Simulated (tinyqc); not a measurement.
Inversion-layer mobility, back-scattering and ballistic limit of a field-effect transistor: one step, computed by the program tinyqc.

The charge at the top of the source barrier is fixed by the gate; series resistance and short-channel effects are left out. F_j are Fermi integrals normalised to exp(eta) in the classical limit.

Problem. Back-scattering. F_j(eta) = (1/Gamma(j + 1)) int_0^infinity x^j/(1 + exp(x - eta)) dx, F_0 = ln(1 + exp(eta)). Integrals over x = E/(k_B T) use 160 Gauss-Legendre points in u = sqrt(x) from 0 to sqrt(max(eta, 0) + 32). Ballistic channel: N_2D = g_v m k_B T/(pi hbar^2), U = e V_D/(k_B T); eta_F solves N_inv = (N_2D/2)[F_0(eta_F) + F_0(eta_F - U)]; v_T = sqrt(2 k_B T/(pi m)); I/W = e (N_2D/2) v_T [F_1/2(eta_F) - F_1/2(eta_F - U)]; injection velocity v_T F_1/2(eta_F)/F_0(eta_F). Mean free path lambda = (2 k_B T/e)(mu/v_T) F_0(eta_0)/F_-1/2(eta_0), with eta_0 from N_inv = N_2D F_0(eta_0); critical length l = L (1 + U)^(-a), an empirical rule; back-scattering r = l/(l + lambda). Then eta solves N_inv = (N_2D/2)[(1 + r) F_0(eta) + (1 - r) F_0(eta - U)] and I/W = e (N_2D/2) v_T (1 - r)[F_1/2(eta) - F_1/2(eta - U)]. Ballistic ratio: I over the ballistic current. Apparent mobility 1/(1/mu + 1/mu_B), mu_B = mu L/lambda.

Inputs (values chosen for the exercise, modelled on a silicon n-channel):

| quantity | value | unit |
|---|---|---|
| transport mass m | 0.18 | m_0 |
| valley degeneracy g_v | 2 | - |
| gate overdrive V_G - V_T | 0.97 | V |
| drain voltage V_D | 1.1 | V |
| channel length L | 230 | nm |
| exponent a of the critical length | 0.78 | - |
| temperature T | 300 | K |

Statistics at the top of the barrier: Fermi-Dirac.

inversion density N_inv = 6.335206e+12 1/cm^2

effective mobility mu = 299.0432 cm^2/(V s)

Constants: m_0 = 9.1093837015e-31 kg; k_B = 1.380649e-23 J/K; hbar = 1.054571817e-34 J s; k_B = 8.617333262e-05 eV/K; e = 1.602176634e-19 C.

Give: eta_0; mean free path lambda; critical length l; back-scattering coefficient r; current I/W; ballistic ratio; apparent low-field mobility.

Solution.

eta_0 = 1.411

mean free path lambda = 16.42 nm

critical length l = 12.11 nm

back-scattering coefficient r = 0.4246

current I/W = 703.4 microampere/micrometre

ballistic ratio = 0.3632

apparent low-field mobility = 279.1 cm^2/(V s)

L/lambda = 14.01, but at this drain voltage only the first 12.1 nm can return a carrier to the source, so the device works at 36 % of its ballistic limit. Caution: the current exceeds the long-channel drift law, so the empirical rule for l, meant for short channels, is too generous here.
